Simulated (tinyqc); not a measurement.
Inside a calculation. Model: donor or exciton in a quantum well (variational effective-mass method). Computed by tinyqc, a small Python program that keeps every step. Command: `OMP_NUM_THREADS=1 python tinyqc.py 3011374 3011375 out.jsonl welldonor walk`. One thread of a shared host (Intel(R) Xeon(R) Processor @ 2.30GHz), about 0.2 s of CPU time with the checks. Intermediate numbers are printed to about 7 digits and carried at full precision; extremes and crossings named in words are read from the listed rows.

H = -nabla^2 - 2/|r - r_i| + V(z) in effective units; trial function psi = f(z) exp(-|r - r_i|/lambda), f the ground state of the well. Mass and screening are the same in well and barrier; l = L/a* is the width in effective units. Bands are flat: no polarisation or applied field.

Inputs (values chosen for the exercise, modelled on GaAs): electron mass m = 0.0683 m_0; dielectric constant eps = 13; well width L = 5.5 nm; trial radius lambda = 0.46 a*; donor position z_i/L from the centre = 0; barrier height V_0 = 0.084 eV.

Centre: donor. Barriers: finite.

Constants: Ry = 13.605693123 eV; a_0 = 0.529177210903 angstrom.

## Effective units

Ry* = Ry m/eps^2, a* = a_0 eps/m; l = L/a*.

mass used = 0.0683 m_0

Ry* = 5.498632 meV

a* = 10.07219 nm

l = 0.5460582

## The subband

k solves k tan(k l/2) = sqrt(v - k^2), v = V_0/Ry*, 0 < k l/2 < pi/2 (bisection); f = cos(k z) inside and cos(k l/2) exp(-kappa (|z| - l/2)) outside, kappa = sqrt(v - k^2); subband energy k^2 Ry*.

k = 2.812035 1/a*

subband energy = 43.48067 meV

kappa = 2.714587 1/a*

## Binding at the trial radius

Binding E_b(lambda) = -1/lambda^2 + 4 A/(lambda B), with A = int f^2 exp(-2 s/lambda) dz, B = int f^2 exp(-2 s/lambda)(1 + 2 s/lambda) dz and s = |z - z_i|; 40 Gauss-Legendre points on each piece between the walls at z = -l/2 and l/2 and z_i, and out to 12/(kappa + 1/lambda) beyond the walls.

A = 0.3111800 a*

B = 0.4835588 a*

E_b(lambda) = 0.8699318 Ry*

## Best radius

Golden-section search for the maximum over lambda from 0.3 to 4, 40 steps.

best lambda = 0.8516288 a*

binding in Ry* = 2.041710

binding energy = 11.22661 meV

radius lambda a* = 8.577765 nm

Confinement changes the binding by a factor 2.042 against the bulk value (with finite barriers it peaks in a narrow well and returns to 1 as L tends to 0, and away from the walls of a wide well it tends to 1).

## Binding against well width

Each row maximises over lambda (golden section, 0.3 to 4).

Against width:
```
L (nm)  lambda (a*)  binding (Ry*)  binding (meV)
0.82      0.9523409       1.470146        8.08379
1.60      0.9014696       1.733637        9.53263
3.00      0.8565101       1.967447       10.81827
5.50      0.8516288       2.041710       11.22661
9.90      0.8951354       1.917396       10.54306
18.00     0.9708988       1.670897        9.18765
```

The binding peaks at 2.042 Ry* near L = 5.5 nm: in narrower wells the envelope leaks into the barriers and returns towards three dimensions. In the widest well it is 1.671 Ry*. Rows under about 2 nm are a few atomic layers, where the envelope model is only a guide.

## Binding against position

The formulas are those given above.

Against position:
```
z_i/L  lambda (a*)  binding (Ry*)  binding (meV)
0.0      0.8516288       2.041710       11.22661
0.1      0.8564136       2.024869       11.13401
0.2      0.8709556       1.975952       10.86503
0.3      0.8956749       1.899659       10.44553
0.4      0.9307895       1.803341        9.91591
0.5      0.9756410       1.696026        9.32582
```

From the centre to the wall the binding falls from 11.227 to 9.326 meV, 83 % of the centre value, since the walls keep the electron away from an off-centre ion; uniform doping thus gives a band of levels 1.901 meV wide, with a peak in its density at the centre value, where the slope vanishes.

Checks made by the program: the wide-well limit, 1 Ry* (relative difference 3e-03).
